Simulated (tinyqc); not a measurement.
From results back to parameters: thin-film optics by transfer matrices. Two cases, with inputs chosen for the exercise.

Problem. One transparent film on the substrate, in air; its thickness is hidden and lies within the first period.

Indices N = n + i k. Snell: N0 sin(theta) = N_j sin(theta_j), with Im(N_j cos theta_j) >= 0. Admittance y_j = N_j cos theta_j for s and N_j/cos theta_j for p. Phase delta_j = 2 pi N_j cos theta_j d_j/lambda. Layer matrix [[cos delta, -i sin delta/y], [-i y sin delta, cos delta]], multiplied from the top down to M. (B, C) = M (1, y_sub); r = (y0 B - C)/(y0 B + C), R = |r|^2, T = 4 Re y0 Re y_sub/|y0 B + C|^2, absorbed in the films 1 - R - T.

Ellipsometry: rho = tan(Psi) exp(i Delta) = -conj(r_p/r_s) with the r of the admittance formula, Delta in 0 to 360 degrees, so that a bare dielectric at small angles gives Delta = 180.

Case 1.

Values chosen (indices near those of resist on Al; shifted at random, so the results belong to these values and not to a real crystal):
- lam = 633 nm (vacuum wavelength)
- n0 = 1 (ambient index)
- n = (1.633, 1.349) (n of resist, substrate)
- k = (0, 7.264) (k in the same order)
- theta_e = 70 degrees (angle of the ellipsometer)

Psi = 41.861 degrees
Delta = 213.063 degrees

Case 2.

Values chosen (indices near those of Si3N4 on polySi; shifted at random, so the results belong to these values and not to a real crystal):
- lam = 365 nm (vacuum wavelength)
- n0 = 1 (ambient index)
- n = (2.061, 4.897) (n of Si3N4, substrate)
- k = (0, 2.707) (k in the same order)
- theta_e = 60 degrees (angle of the ellipsometer)

Psi = 32.412 degrees
Delta = 126.698 degrees

Find: period; d.

Solution. Psi and Delta repeat with the period lambda/(2 sqrt(n^2 - sin^2 theta)); within one period they trace a closed curve once, and a scan of d finds the one point that matches both. Adding whole periods gives the same angles.

Case 1.

period = 237.0 nm
d = 197.0 nm

Case 2.

period = 97.6 nm
d = 16.4 nm

Computed by tinyqc, one run a case: `OMP_NUM_THREADS=1 python tinyqc.py N N+1 out.jsonl` with N = 1681537, 1681612; one thread of a shared Intel(R) Xeon(R) Processor @ 2.30GHz, about 0.02 s a run at most.
